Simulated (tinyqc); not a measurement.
# MOS capacitor on an n-type substrate, surface potential from the exact charge relation: several studies

Uniform n-type substrate, Boltzmann statistics, full ionisation, classical densities. psi is the surface potential against the body (positive when the bands bend down) and u = -psi/Vt. Traps are spread evenly over the gap and neutral at flat band, so their charge is -q Dit psi; the minority quasi-Fermi level is shifted by Vb.

Parameters, values chosen for the exercise; band and dielectric values close to those of silicon:
```
symbol,value,unit,meaning
T,250,K,temperature
Eg,1.12,eV,band gap
eps_r,11.8,,relative permittivity
Nc,2.15e19,cm^-3,conduction-band density of states at T
Nv,1.99e19,cm^-3,valence-band density of states at T
chi,4.05,eV,electron affinity
N,1.9e18,cm^-3,donor density of the substrate
eox,3.9,,relative permittivity of the gate insulator (close to silicon dioxide)
tox,4.4,nm,insulator thickness
phiM,4.2,eV,gate work function
Nf,-1e10,cm^-2,"fixed charge at the interface, in units of q"
Dit,0,cm^-2 eV^-1,density of interface traps
Vb,0,V,reverse bias of the inversion layer against the body
```

Constants: q = 1.602176634e-19 C, kB = 1.380649e-23 J/K, Vt = kB T/q, eps0 = 8.8541878128e-14 F/cm where lengths are in cm. Results are converted to the units shown.

Each table varies one quantity; the others keep the values above.

## Capacitance-voltage curves

ni = sqrt(Nc Nv) exp(-Eg/(2 Vt)), Eg in volts; phiF = Vt ln(N/ni); Cox = eps0 eox/tox; Vfb = phiM - chi - Vt ln(Nc/N) - q Nf/Cox; Q0 = sqrt(2 eps0 eps_r q N Vt); r = (ni/N)^2 exp(-Vb/Vt); VT = Vfb - [(2 phiF + Vb)(1 + q Dit/Cox) + sqrt(2 eps0 eps_r q N (2 phiF + Vb))/Cox]. u = -psi/Vt; F^2 = exp(-u) + u - 1 + r (exp(u) - u - 1); Qs = +sign(u) Q0 F; Cs = -dQs/dpsi = (Q0/Vt) |1 - exp(-u) + r (exp(u) - 1)|/(2 F). psi solves Vg = Vfb + psi + (q Dit psi - Qs)/Cox. Low frequency: 1/C_LF = 1/Cox + 1/(Cs + q Dit). High frequency, in the simple estimate in which traps and minority carriers do not follow: 1/C_HF = 1/Cox + 1/Cd, Cd being Cs with r = 0 at the same psi. Deep depletion: r = 0 and Dit = 0 both in the equation for psi and in Cs. Minority sheet density N_inv = (Q0/(2 q)) int_0^u r (exp(t) - 1)/F(t) dt for u > 0. N_inv under 1 cm^-2 is printed as 0. Regimes: accumulation when majority carriers gather, then depletion up to |psi| = phiF + Vb, weak inversion up to 2 phiF + Vb, strong inversion beyond.

Results:
```
Vg (V)    psi (V)  C_LF/Cox  C_HF/Cox  C_deep/Cox  N_inv (cm^-2)            regime
0.78     0.065613   0.94389   0.94389     0.94389              0      accumulation
0.32     0.029961   0.89119   0.89119     0.89119              0      accumulation
-0.14   -0.053376   0.71734   0.71734     0.71734              0         depletion
-0.61    -0.23750   0.52231   0.52231     0.52231              0         depletion
-1.07    -0.48096   0.42846   0.42846     0.42846         1.2599         depletion
-1.53    -0.75778   0.37194   0.37193     0.37193       3.7519e5    weak inversion
-1.99     -1.0376   0.63793   0.33515     0.33314      1.3741e11  strong inversion
-2.91     -1.1184   0.96802   0.32668     0.28201      4.0861e12  strong inversion
```

Estimate the missing row, Vg = -2.45 V.

Computed row:
```
Vg (V)  psi (V)  C_LF/Cox  C_HF/Cox  C_deep/Cox  N_inv (cm^-2)            regime
-2.45   -1.0989   0.94196   0.32865     0.30440      1.9580e12  strong inversion
```

With this row back in the table: C_LF/Cox is lowest, 0.372, at Vg = -1.53 V (weak inversion) among the rows listed and is 0.968 in the last row, where C_HF/Cox is 0.327 and the deep-depletion value 0.282. Vfb = 0.0998 V, where C_HF/Cox = 0.830 (Cox in series with eps0 eps_r/LD), and VT = -1.94 V. Over the last two rows psi moves by only 0.042 V a volt of gate bias, since the inversion charge screens the body. In strong accumulation and inversion degeneracy and confinement, left out here, lower the capacitance.

## Effect of the relative permittivity of the gate insulator on threshold and swing

ni = sqrt(Nc Nv) exp(-Eg/(2 Vt)), Eg in volts; phiF = Vt ln(N/ni); Cox = eps0 eox/tox; Vfb = phiM - chi - Vt ln(Nc/N) - q Nf/Cox; VT = Vfb - [(2 phiF + Vb)(1 + q Dit/Cox) + sqrt(2 eps0 eps_r q N (2 phiF + Vb))/Cox]. gamma = sqrt(2 eps0 eps_r q N)/Cox; Wm = sqrt(2 eps0 eps_r (2 phiF + Vb)/(q N)); m = 1 + (eps0 eps_r/Wm + q Dit)/Cox; swing m Vt ln 10; Cmin/Cox = 1/(1 + Cox Wm/(eps0 eps_r)).

The same in every row: 2 phiF (V) = 1.017; Wm (nm) = 26.42.

Effect of the relative permittivity of the gate insulator on threshold and swing:
```
eox  Vfb (V)  gamma (V^0.5)  VT (V)      m  swing (mV/decade)  Cmin/Cox
3.9  0.09977          1.016  -1.942  1.504              74.60    0.3350
5    0.09932         0.7927  -1.717  1.393              69.10    0.2821
7.5  0.09879         0.5285  -1.451  1.262              62.60    0.2076
9    0.09862         0.4404  -1.363  1.218              60.44    0.1792
15   0.09826         0.2642  -1.185  1.131              56.10    0.1158
22   0.09809         0.1802  -1.101  1.089              54.04   0.08199
30   0.09800         0.1321  -1.052  1.065              52.85   0.06147
```

What does the comparison show?

As eox goes from 3.9 to 30, VT rises from -1.94 to -1.05 V, the swing falls from 74.6 to 52.9 mV/decade and Cmin/Cox falls from 0.335 to 0.0615. Of the change of VT by 0.890 V, -0.00178 V comes from Vfb and 0.892 V from the band bending and the charge it takes. m - 1 goes as eox^(-1.00), that is as 1/Cox.

## Effect of the fixed charge at the interface on threshold and swing

Same model as above.

The same in every row: 2 phiF (V) = 1.0171; gamma (V^0.5) = 1.0163; Wm (nm) = 26.423; m = 1.5038; swing (mV/decade) = 74.598; Cmin/Cox = 0.33503.

Effect of the fixed charge at the interface on threshold and swing:
```
Nf (cm^-2)    Vfb (V)   VT (V)
-4e11         0.17939  -1.8627
-2e11         0.13856  -1.9035
0            0.097732  -1.9443
2e11         0.056902  -1.9851
4e11         0.016072  -2.0260
6e11        -0.024759  -2.0668
8e11        -0.065589  -2.1076
```

As Nf goes from -4e11 to 8e11, VT falls from -1.86 to -2.11 V, the swing stays at 74.6 mV/decade and Cmin/Cox stays at 0.335. The whole change of VT is that of Vfb: the curve shifts rigidly.

Computed by the program tinyqc: `OMP_NUM_THREADS=1 python tinyqc.py 2060032 2060033 out.jsonl`, one thread of a shared Intel Xeon 2.30GHz, about 0.01 s for the whole run.
